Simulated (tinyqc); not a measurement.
Thin-film optics by transfer matrices, step by step. Values are carried at full precision from step to step, so a last printed digit may differ when a step is redone from the rounded ones.

Indices N = n + i k. Snell: N0 sin(theta) = N_j sin(theta_j), with Im(N_j cos theta_j) >= 0. Admittance y_j = N_j cos theta_j for s and N_j/cos theta_j for p. Phase delta_j = 2 pi N_j cos theta_j d_j/lambda. Layer matrix [[cos delta, -i sin delta/y], [-i y sin delta, cos delta]], multiplied from the top down to M. (B, C) = M (1, y_sub); r = (y0 B - C)/(y0 B + C), R = |r|^2, T = 4 Re y0 Re y_sub/|y0 B + C|^2, absorbed in the films 1 - R - T.

Inputs chosen for the exercise (indices near those of resist, SiO2 on Cu; shifted at random, so the results belong to these values and not to a real crystal): lam = 193 nm (vacuum wavelength); n0 = 1 (ambient index); n = (1.698, 1.537, 0.954) (n of resist, SiO2, substrate); k = (0.02, 0, 1.353) (k in the same order); d = (873, 9.9) nm (thicknesses, top first); theta = 65 degrees (angle of incidence); pol = p (polarisation).

## Angles, admittances and phases

Form cos theta_j, y_j and delta_j.

cos theta_j: ambient 0.4226, film 1 0.8457+0.0040i, film 2 0.8077, substrate 1.0576+0.1335i

y_j: ambient 2.3662, film 1 2.0078+0.0142i, film 2 1.9030, substrate 1.0468+1.1472i

delta_j (rad): film 1 40.8111+0.6721i, film 2 0.4001

## Layer matrices and their product

Form each matrix and multiply from the top down.

matrix of film 1:
```
                 1                2
1  -1.2340-0.0215i  -0.3605-0.0157i
2  -1.4523-0.0838i  -1.2340-0.0215i
```

matrix of film 2:
```
          1         2
1    0.9210  -0.2047i
2  -0.7412i    0.9210
```

M:
```
                 1                2
1  -1.1481+0.2475i  -0.3364+0.2381i
2  -1.3535+0.8375i  -1.1537+0.2775i
```

Each matrix has determinant 1, and so has M.

## Reflection and transmission

Close the stack on the substrate.

B, C: -1.7735+0.1108i  -2.8796-0.1955i

r = 0.1867-0.0629i
R = 0.0388
T into the substrate = 0.1979
absorbed in the films = 0.7633

The bare substrate would reflect 0.2358.

## Ellipsometric angles

Ellipsometry: rho = tan(Psi) exp(i Delta) = -conj(r_p/r_s) with the r of the admittance formula, Delta in 0 to 360 degrees, so that a bare dielectric at small angles gives Delta = 180.

Repeat the steps for both polarisations.

r_s = -0.4971-0.1166i
r_p = 0.1867-0.0629i
Psi = 21.10 degrees
Delta = 31.83 degrees

## Checks

- R against the recursion of Airy sums from the substrate up: both 0.038815.

tinyqc: `OMP_NUM_THREADS=1 python tinyqc.py 1680897 1680898 out.jsonl`; about 0.01 s, one thread, shared Intel(R) Xeon(R) Processor @ 2.30GHz.
